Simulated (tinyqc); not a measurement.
What the s* orbital does: sp3s* tight binding.

sp3s* tight binding, nearest neighbours only: anion (a) at 0, cation (c) at a/4 (1,1,1), orbitals s, px, py, pz, s* on each; k in units of 2 pi/a. With phases e_j = exp(i (pi/2) k.n_j) for n = (1,1,1), (1,-1,-1), (-1,1,-1), (-1,-1,1): g0 = (e1+e2+e3+e4)/4, g1 = (e1+e2-e3-e4)/4, g2 = (e1-e2+e3-e4)/4, g3 = (e1-e2-e3+e4)/4. The diagonal holds the levels Esa, Epa, Exa (s*) and Esc, Epc, Exc. Anion-cation block: <sa|sc> = Vss g0; <sa|xc> = Vsapc g1; <xa|sc> = -Vscpa g1; <xa|xc> = Vxx g0; <xa|yc> = <ya|xc> = Vxy g3, <xa|zc> = <za|xc> = Vxy g2, <ya|zc> = <za|yc> = Vxy g1; <s*a|xc> = Vxapc g1; <xa|s*c> = -Vpaxc g1; y and z take g2 and g3 in place of g1; s-s* and s*-s* vanish.

Inputs chosen for the exercise (near a published set for GaAs, fitted to gaps, whose masses and valley positions are rough; not measured data): Esa = -8.414 eV (s level of the anion); Epa = 1.043 eV (p level of the anion); Esc = -2.683 eV (s level of the cation); Epc = 3.634 eV (p level of the cation); Exa = 8.616 eV (s* level of the anion); Exc = 6.714 eV (s* level of the cation); Vss = -6.43 eV (s-s); Vxx = 1.931 eV (px-px); Vxy = 5.087 eV (px-py); Vsapc = 4.48 eV (s anion, p cation); Vscpa = 5.753 eV (s cation, p anion); Vxapc = 4.841 eV (s* anion, p cation); Vpaxc = 4.866 eV (p anion, s* cation).

The s* couplings Vxapc and Vpaxc are scaled by f; f = 0 is the plain sp3 model. Gaps from the top of the valence band at Gamma; the Delta value is the minimum on (x,0,0), 0.5 <= x <= 1.

Gaps (eV):
```
f      Gamma   Delta       L  x of the minimum
0.00  1.4779  4.0210  2.8334             0.500
0.25  1.4779  3.8952  2.7242             0.500
0.50  1.4779  3.5775  2.4364             0.500
0.75  1.4779  3.0153  2.0481             0.959
0.90  1.4779  2.4085  1.7936             1.000
1.00  1.4779  1.9979  1.6206             1.000
1.10  1.4779  1.5849  1.4466             1.000
```

How do the results move, and what explains it?

The gap at Gamma stays, since g1 to g3 vanish there. From f = 0 to 1 the s* levels lower the Delta value by 2.023 eV and L by 1.213 eV. For f = 0, 0.25 and 0.5 the least value lies at x = 0.5, the end of the range: any valley further out lies above that value until s* has lowered it enough. The lowest of the three is Gamma at both f = 0 and f = 1.

Run: tinyqc, `OMP_NUM_THREADS=1 python tinyqc.py 1451254 1451255 out.jsonl`; Intel(R) Xeon(R) Processor @ 2.30GHz, one thread, shared host; about 0.06 s of CPU time with all checks.
